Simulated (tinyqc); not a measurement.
Implant damage, amorphisation by cascade overlap, and solid-phase epitaxial regrowth: one step, computed by the program tinyqc.

Range and width of the damage are inputs. Dynamic annealing enters only through the surviving share f.

Problem. Damage energy and displacements per ion. Robinson partition: eps = E a M2/(Z1 Z2 (e^2/(4 pi eps_0)) (M1 + M2)), a = 0.8853 a_0/sqrt(Z1^(2/3) + Z2^(2/3)); k = 0.0793 Z1^(2/3) Z2^(1/2) (M1 + M2)^(3/2)/((Z1^(2/3) + Z2^(2/3))^(3/4) M1^(3/2) M2^(1/2)); damage energy T_d = E/(1 + k (eps + 0.40244 eps^(3/4) + 3.4008 eps^(1/6))); displacements nu = 0.8 T_d/(2 E_d).

Inputs (values chosen for the exercise, modelled on phosphorus ions in silicon): ion Z1 = 15; ion mass M1 = 31 u; target Z2 = 14; target mass M2 = 28.09 u; ion energy E = 14 keV; displacement energy E_d = 16 eV.

Constants: a_0 = 0.529177210903 angstrom; e^2/(4 pi eps_0) = 14.39964548 eV angstrom.

Give: reduced energy eps; k; damage energy T_d; T_d/E; displacements per ion nu.

Solution.

reduced energy eps = 0.29900

k = 0.13994

damage energy T_d = 9.6301 keV

T_d/E = 0.68786

displacements per ion nu = 240.75

31 % of the energy goes to electrons.
